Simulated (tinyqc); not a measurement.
# Fermi-level pinning at a metal contact (Cowley-Sze model): unpinning by a thin insulator

Interface states of density Ds lie behind a thin layer of thickness dl. Neglecting the depletion charge, the barrier for electrons is phi = S (pM - chi) + (1 - S) E0 with S = 1/(1 + q Ds dl/(eps0 ei)); the barrier for holes is Eg - phi.

An inserted insulator of thickness t and permittivity 5.7 damps the metal-induced states, Ds(t) = Ds exp(-t/0.28 nm), and adds t/5.7 to dl/ei.

Values chosen for this exercise; material values close to those of silicon: band gap Eg = 1.12 eV; electron affinity chi = 4.08 eV; density of interface states Ds = 2.6e14 cm^-2 eV^-1; depth of their neutrality level below the conduction edge E0 = 0.52 eV; thickness of the interface layer dl = 0.33 nm; its relative permittivity ei = 1.6; metal work function pM = 5.22 eV.

Constants: q = 1.602176634e-19 C, eps0 = 8.8541878128e-14 F/cm where lengths are in cm. Results are converted to the units shown.

Results:
```
t (nm)	Ds(t) (cm^-2 eV^-1)	S	phi (eV)
0	2.600e14	0.09343	0.5779
0.3	8.905e13	0.1934	0.6399
0.6	3.050e13	0.3677	0.7480
0.9	1.045e13	0.5923	0.8872
1.2	3.579e12	0.7875	1.008
1.8	4.198e11	0.9619	1.116
2.1	1.438e11	0.9853	1.131
2.4	4.925e10	0.9944	1.137
```

Estimate the missing row, t = 1.5 nm.

Computed row:
```
t (nm)	Ds(t) (cm^-2 eV^-1)	S	phi (eV)
1.5	1.226e12	0.9057	1.082
```

With this row back in the table: S rises from 0.0934 to 0.994, and phi rises from 0.578 to 1.14 eV, towards pM - chi = 1.14 eV. The insulator also adds a tunnelling resistance, which is not counted here and sets a best thickness. For t = 2.1, 2.4 phi lies outside the gap, where band states take over and the formula no longer holds.

Program tinyqc, `OMP_NUM_THREADS=1 python tinyqc.py 2430032 2430033 out.jsonl`; Intel Xeon 2.30GHz, shared host, one thread, about 0.01 s.
